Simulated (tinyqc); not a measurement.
Inside a calculation. Model: donor or exciton in a quantum well (variational effective-mass method). Computed by tinyqc, a small Python program that keeps every step. Command: `OMP_NUM_THREADS=1 python tinyqc.py 3026075 3026076 out.jsonl welldonor walk`. One thread of a shared host (Intel(R) Xeon(R) Processor @ 2.30GHz), about 0.05 s of CPU time with the checks. Intermediate numbers are printed to about 5 digits and carried at full precision; extremes and crossings named in words are read from the listed rows.

H = -nabla^2 - 2/|r - r_i| + V(z) in effective units; trial function psi = f(z) exp(-|r - r_i|/lambda), f the ground state of the well. Mass and screening are the same in well and barrier; l = L/a* is the width in effective units. Bands are flat: no polarisation or applied field.

Inputs (values chosen for the exercise, modelled on CdTe): electron mass m = 0.0981 m_0; dielectric constant eps = 10.1; well width L = 20 nm; trial radius lambda = 0.42 a*; donor position z_i/L from the centre = 0.5.

Centre: donor. Barriers: infinite.

Constants: Ry = 13.605693123 eV; a_0 = 0.529177210903 angstrom; hbar^2/(2 m_0) = 3.80998212 eV angstrom^2.

## Effective units

Ry* = Ry m/eps^2, a* = a_0 eps/m; l = L/a*.

mass used = 0.0981 m_0

Ry* = 13.084 meV

a* = 5.4482 nm

l = 3.6709

## The subband

k = pi/l; f = cos(k z) inside and zero outside; subband energy k^2 Ry*.

k = 0.85580 1/a*

subband energy = 9.5828 meV

## Binding at the trial radius

Binding E_b(lambda) = -1/lambda^2 + 4 A/(lambda B), with A = int f^2 exp(-2 s/lambda) dz, B = int f^2 exp(-2 s/lambda)(1 + 2 s/lambda) dz and s = |z - z_i|; 40 Gauss-Legendre points on each piece between the walls at z = -l/2 and l/2 and z_i.

A = 0.012013 a*

B = 0.045305 a*

E_b(lambda) = -3.1435 Ry*

## Best radius

Golden-section search for the maximum over lambda from 0.3 to 4, 40 steps.

best lambda = 2.0700 a*

binding in Ry* = 0.57921

binding energy = 7.5784 meV

radius lambda a* = 11.278 nm

Confinement changes the binding by a factor 0.579 against the bulk value (limits: 4 in two dimensions, 1 inside a wide well, 1/4 on an infinite wall of a wide well).

## Binding against well width

Each row maximises over lambda (golden section, 0.3 to 4).

Against width:
```
L (nm)  lambda (a*)  binding (Ry*)  binding (meV)
1.6          0.8644         2.1549         28.196
3.0          1.0629         1.6523         21.619
6.0          1.3680         1.1646         15.238
11.0         1.7089         0.8266         10.815
20.0         2.0700         0.5792          7.578
36.0         2.3072         0.4122          5.394
64.0         2.2388         0.3151          4.123
```

The binding is largest in the narrowest well, 2.155 Ry* at 1.6 nm, on the way to 4. In the widest well it is 0.315 Ry*; below 1 because the donor is on the wall, where the envelope is small. In the narrow rows the confinement energy passes real barrier heights: infinite walls and a parabolic band fail, and with real barriers the binding peaks and falls.

## Binding against position

The formulas are those given above.

Against position:
```
z_i/L  lambda (a*)  binding (Ry*)  binding (meV)
0.0         1.0397         1.4181         18.555
0.1         1.0424         1.3731         17.966
0.2         1.0659         1.2327         16.130
0.3         1.1871         0.9972         13.048
0.4         1.5714         0.7435          9.728
0.5         2.0700         0.5792          7.578
```

From the centre to the wall the binding falls from 18.555 to 7.578 meV, 41 % of the centre value, since the walls keep the electron away from an off-centre ion; uniform doping thus gives a band of levels 10.977 meV wide, with a peak in its density at the centre value, where the slope vanishes.

Checks made by the program: the two-dimensional limit, 4 Ry* (relative difference 2e-03).
